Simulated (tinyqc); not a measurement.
Inside a calculation. Model: piezoresistors in the (001) plane of a cubic crystal.

Program tinyqc, `OMP_NUM_THREADS=1 python tinyqc.py 2530167 2530168 out.jsonl`; Intel Xeon 2.30GHz, shared host, one thread, about 0.01 s. Printed values are rounded.

Plane stress in crystal axes x = [100], y = [010]. First-order piezoresistance: d rho_xx/rho = p11 sxx + p12 syy, d rho_yy/rho = p12 sxx + p11 syy, d rho_xy/rho = p44 sxy; a resistor along d = (cos th, sin th) changes by dR/R = d.(d rho/rho).d. Changes of geometry and second-order terms are left out.

Inputs (values chosen for the exercise); coefficients close to those of lightly doped n-type silicon:

| symbol | value | unit | meaning |
|---|---|---|---|
| p11 | -95.6 | x 1e-11/Pa | piezoresistive coefficient |
| p12 | 52.9 | x 1e-11/Pa | piezoresistive coefficient |
| p44 | -14.1 | x 1e-11/Pa | piezoresistive coefficient |
| th | 15 | deg | angle of the current from [100] |
| Sx | 196 | MPa | stress sxx |
| Sy | 209 | MPa | stress syy |
| St | -25 | MPa | shear stress sxy |
| Vb | 1.8 | V | bridge supply |
| E | 167 | GPa | Young's modulus along [110] |

Range of the model: Above about 200 MPa second-order terms begin to count.

## Change of the resistivity tensor

As in the introduction.

d rho/rho (%):
```
	x	y
x	-7.681500	0.352500
y	0.352500	-9.612000
```

## Resistors at th and th + 90 degrees, and the bridge

dR/R = d.(d rho/rho).d. A full bridge with two resistors of each kind in opposite arms gives Vout = Vb (a - b)/(2 + a + b), a and b the two dR/R.

dR/R at th = -7.634569 %
dR/R at th + 90 = -9.658931 %
Vout = 19.94374 mV

## Longitudinal and transverse coefficients

For uniaxial stress along or across the current: pL = p11 - (A/2) sin^2(2 th), pT = p12 + (A/2) sin^2(2 th), A = p11 - p12 - p44. Gauge factor along [110]: E (p11 + p12 + p44)/2.

A = -134.4 x 1e-11/Pa
pL = -78.8 x 1e-11/Pa
pT = 36.1 x 1e-11/Pa
gauge factor = -47.42800
